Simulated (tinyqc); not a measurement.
Worked calculation: admittance spectroscopy and thermally stimulated current of one trap level in a depletion layer. Computed by tinyqc, a small Python program that keeps every step. Command: `OMP_NUM_THREADS=1 python tinyqc.py 3112730 3112731 out.jsonl admit walk`. One thread of a shared host (Intel(R) Xeon(R) Processor @ 2.30GHz), about 0.01 s of CPU time with the checks. Intermediate numbers are printed to about 6 digits and carried at full precision; extremes and crossings named in words are read from the listed rows.

A Schottky junction on n-type material holds one donor-like electron trap; shallow donors are fully ionised and abrupt depletion edges are assumed.

Inputs (values chosen for the exercise, modelled on n-type GaN): dielectric constant eps = 9.47; density-of-states mass m = 0.202 m_0; shallow doping N = 1.9e+15 1/cm^3; trap density N_t = 1.8e+14 1/cm^3; trap depth E_t below the band = 0.163 eV; capture cross section sigma = 2.7e-15 cm^2; band bending V_b = 0.79 V; test frequency f = 200 Hz; heating rate beta = 1.6 K/s.

Constants: k_B = 1.380649e-23 J/K; m_0 = 9.1093837015e-31 kg; h = 6.62607015e-34 J s; k_B = 8.617333262e-05 eV/K; eps_0 = 8.8541878128e-12 F/m; e = 1.602176634e-19 C.

## Temperature of the peak

N_c = 2 (2 pi m k_B T/h^2)^(3/2), v_th = sqrt(3 k_B T/m), emission rate e_n = sigma v_th N_c exp(-E_t/(k_B T)). Where the level crosses the Fermi level capture equals emission, so the trap follows the signal with the rate 2 e_n; G/omega peaks at omega = 2 e_n (the correction for large N_t/N is left out). Solve 2 e_n(T_p) = 2 pi f.

peak temperature T_p = 109.135 K

N_c at T_p = 4.99878e+17 1/cm^3

e_n at T_p = 628.319 1/s

E_c - E_F = k_B T_p ln(N_c/N) = 0.0524069 eV

## The capacitance step

With E_c - E_F = k_B T_p ln(N_c/N): lambda = sqrt(2 eps eps_0 (E_t - (E_c - E_F))/(e^2 N)); traps are empty and charged for x < x_t = w - lambda, and V_b = e (N w^2 + N_t x_t^2)/(2 eps eps_0). High frequency: C_hf = eps eps_0/w. Low frequency: C_lf = eps eps_0 (N + N_t)/(N w + N_t x_t).

lambda = 246.829 nm

depletion width w = 648.038 nm

crossing point x_t = 401.209 nm

C_hf = 12.9389 nF/cm^2

C_lf = 13.3799 nF/cm^2

step (C_lf - C_hf)/C_hf = 0.0340848

small-N_t estimate (N_t/N)(lambda/w) = 0.0360840

Reading N_t/N straight from the step would give 0.0341 against the true 0.0947: the factor lambda/w must be known.

## Scan in temperature at fixed frequency

With x = omega/(2 e_n): C = C_hf + (C_lf - C_hf)/(1 + x^2), G/omega = (C_lf - C_hf) x/(1 + x^2); C_hf and C_lf are held at their values at T_p.

Admittance:
```
T (K)   omega/(2 e_n)  C (nF/cm^2)  G/omega (nF/cm^2)
96.04         13.7206      12.9413           0.031973
100.40         5.3378      12.9539           0.079821
103.70         2.7472      12.9905           0.141752
107.00         1.4702      13.0784           0.205091
109.10         1.0063      13.1581           0.220506
111.30         0.6863      13.2387           0.205762
114.60         0.3968      13.3199           0.151204
119.00         0.1999      13.3630           0.084779
124.40         0.0918      13.3763           0.040129
```

The peak of G/omega is half the step, 0.221 nF/cm^2. Its full width is near 2 ln(2 + sqrt3) k_B T_p^2/(E_t + 2 k_B T_p) = 14.9 K.

## Arrhenius plot

T_p for 0.1, 0.3, 1, 3 and 10 f; least-squares lines of ln(e_n/T^2) and of ln(e_n) against 1/(k_B T), e_n = pi f; sigma = exp(intercept)/(v_th N_c/T^2).

Peaks:
```
f (Hz)  T_p (K)  1/(k_B T) (1/eV)  ln(e_n/T^2)  ln(e_n)
20       97.460           119.070     -5.01842  4.14046
60      102.718           112.974     -4.02490  5.23907
200     109.135           106.332     -2.94213  6.44305
600     115.690           100.307     -1.96016  7.54166
2000    123.781            93.750     -0.89140  8.74563
```

depth from e_n/T^2 = 0.163 eV

cross section from the intercept = 2.70e-15 cm^2

depth without the T^2 = 0.181866 eV

Leaving out T^2 adds 19 meV, near 2 k_B T_p = 19 meV.

## Thermally stimulated current

Thermally stimulated current without retrapping: filled share n(T) = exp(-(1/beta) int e_n dT), current proportional to e_n n; the peak obeys beta (E_t/(k_B T^2) + 2/T) = e_n(T). The integral starts at 0.5 T_m and uses 4000 trapezoid steps to 1.2 T_m. Chen's first-order estimate from the full width W = T_2 - T_1 between the half-height points: E = 2.52 k_B T_m^2/W - 2 k_B T_m.

peak temperature T_m = 79.4880 K

lower half-height T_1 = 75.3262 K

upper half-height T_2 = 82.5040 K

filled share at T_m = 0.393528

E_t/(k_B T_m) = 23.7965

symmetry factor (T_2 - T_m)/(T_2 - T_1) = 0.420182

depth by Chen's formula = 0.177454 eV

The slow ramp empties the trap at 79 K, far below the admittance peak at 109 K, since the rate asked for is 0.52 per second instead of 630. Chen's formula, made for a constant prefactor, gives 14 meV more than E_t.

Checks made by the program: C_lf against dQ/dV by differences (relative difference below 1e-10); depth recovered (relative difference below 1e-10); peak of the integrated curve (relative difference 2e-05).
